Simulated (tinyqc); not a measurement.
Worked calculation: hydrogenic impurity: series, fields, screening, photoionisation and donor-acceptor pairs. Computed by tinyqc, a small Python program that keeps every step. Command: `OMP_NUM_THREADS=1 python tinyqc.py 3004948 3004949 out.jsonl hydrogenic walk`. One thread of a shared host (Intel(R) Xeon(R) Processor @ 2.30GHz), about 0.01 s of CPU time with the checks. Intermediate numbers are printed to about 7 digits and carried at full precision; extremes and crossings named in words are read from the listed rows.

One isotropic, parabolic band. Effective units: Ry* and a*, in which H = -nabla^2 - 2/r.

Inputs (values chosen for the exercise, modelled on ZnSe): electron mass m = 0.146 m_0; dielectric constant eps = 8.79; donor density N = 2.6e+17 cm^-3; magnetic field B = 38 T; depth of a short-range centre E_i = 292 meV.

Parts treated: magnetic field and photoionisation.

Constants: Ry = 13.605693123 eV; a_0 = 0.529177210903 angstrom; h x 1 THz = 4.135667696 meV; mu_B = 5.7883818060e-05 eV/T.

## Effective units and the series

Ry* = Ry m/eps^2, a* = a_0 eps/m; level n is bound by Ry*/n^2; <r> = (3/2) a* in 1s; lines 1s -> np at Ry* (1 - 1/n^2); 1 THz = 4.135667696 meV.

Ry* = 25.70963 meV

a* = 31.85937 angstrom

<r> of 1s = 47.78905 angstrom

Series:
```
n  binding (meV)  line from 1s (meV)  line (THz)
2       6.427407            19.28222    4.662420
3       2.856625            22.85300    5.525831
4       1.606852            24.10278    5.828025
5       1.028385            24.68124    5.967898
```

## Overlap of donors

Wigner-Seitz radius r_s = (3/(4 pi N))^(1/3); Mott criterion N_c^(1/3) a* = 0.26; overlap of two 1s orbitals at distance d: S = exp(-x)(1 + x + x^2/3), x = d/a*, with d = N^(-1/3).

r_s = 97.19547 angstrom

Mott density = 5.435113e+17 cm^-3

N over the Mott density = 0.4783709

overlap S = 0.1022614

The sample is on the insulating side, but close enough for an impurity band.

## Donor in a magnetic field

gamma = hbar omega_c/(2 Ry*) = mu_B B/(m Ry*). For m_z = 0, H = -nabla^2 - 2/r + gamma^2 rho^2/4, and the band edge moves to gamma Ry*. Basis: exp(-al rho^2 - be z^2), al_k = 0.02 x 2.4^k + gamma/4 x c with k = 0..11, be_k = 0.02 x 2.4^k and c = 0, 0.5, 1 (36 functions). With A = al_i + al_j, B = be_i + be_j (not the field) and the common factor pi^(3/2) dropped: S = 1/(A sqrt(B)), kinetic S (4 al_i al_j/A + 2 be_i be_j/B), <rho^2> = S/A, <1/r> = (2/sqrt(pi)) atanh(u)/(A u), u = sqrt(1 - B/A), which is (2/sqrt(pi))/A when A = B; overlap eigenvalues below 1e-11 are dropped. Binding = (gamma - E) Ry*; the spin term shifts level and edge alike.

gamma = 0.5859926

hbar omega_c = 30.13130 meV

magnetic length a*/sqrt(gamma) = 41.61895 angstrom

ground level = -22.12836 meV

binding energy in the field = 37.19401 meV

The field squeezes the orbit and raises the binding by a factor 1.447.

## Weak-field and exact binding

Perturbation theory: E = -1 + gamma^2/2 - (53/96) gamma^4 Ry*.

Ground level (Ry*):
```
gamma     B (T)       basis  second order  fourth order   binding
0.059    3.8260  -0.9982591     -0.998259      -0.99827  1.057259
0.150    9.7271  -0.9889989     -0.988750      -0.98903  1.138999
0.290   18.8057  -0.9609304     -0.957950      -0.96185  1.250930
0.300   19.4542  -0.9583658     -0.955000      -0.95947  1.258366
0.500   32.4236  -0.8944130     -0.875000      -0.90951  1.394413
0.590   38.2599  -0.8590557     -0.825950      -0.89285  1.449056
0.700   45.3931  -0.8114396     -0.755000      -0.88756  1.511440
1.000   64.8472  -0.6623278     -0.500000      -1.05208  1.662328
1.200   77.8167  -0.5509600     -0.280000      -1.42480  1.750960
2.300  149.1486   0.1629214      1.645000     -13.80456  2.137079
```

Second order stays within 1 % of the basis value up to gamma = 0.30 of those listed and fourth order up to 0.30; beyond, the truncated (asymptotic) series fails, while the binding keeps growing slowly, to 2.14 Ry* at gamma = 2.3. Rows above about 100 T are beyond laboratory magnets, and there polaron and band-shape effects enter.

## Photoionisation line shapes

With x = h nu/E above threshold, normalised to their maxima: hydrogenic 1s: x^-4 exp(4 - 4 atan(k)/k)/(1 - exp(-2 pi/k)), k = sqrt(x - 1), which is 1 at threshold; delta-function centre (Lucovsky): 8 (x - 1)^(3/2)/x^3, which is 1 at x = 2. Energies use E = Ry* and E = E_i; band-to-band absorption, which hides both above the gap, is left out.

Relative cross-sections:
```
x     h nu, hydrogenic (meV)    hydrogenic  h nu, short-range centre (meV)  Lucovsky
1.05                 26.9951  8.777221e-01                           306.6  0.077264
1.20                 30.8516  6.122229e-01                           350.4  0.414087
1.50                 38.5644  3.317409e-01                           438.0  0.838052
2                    51.4193  1.477384e-01                           584.0  1.000000
2.50                 64.2741  7.783643e-02                           730.0  0.940604
3.50                 89.9837  2.903561e-02                          1022.0  0.737557
5                   128.5481  9.973002e-03                          1460.0  0.512000
8                   205.6770  2.361156e-03                          2336.0  0.289379
```

The Coulomb tail makes the hydrogenic cross-section largest at threshold, 25.71 meV; the short-range (neutral) centre starts from zero and peaks at twice its depth, 584.0 meV.

Checks made by the program: weak-field limit -1 + gamma^2/2 (relative difference 8e-06).
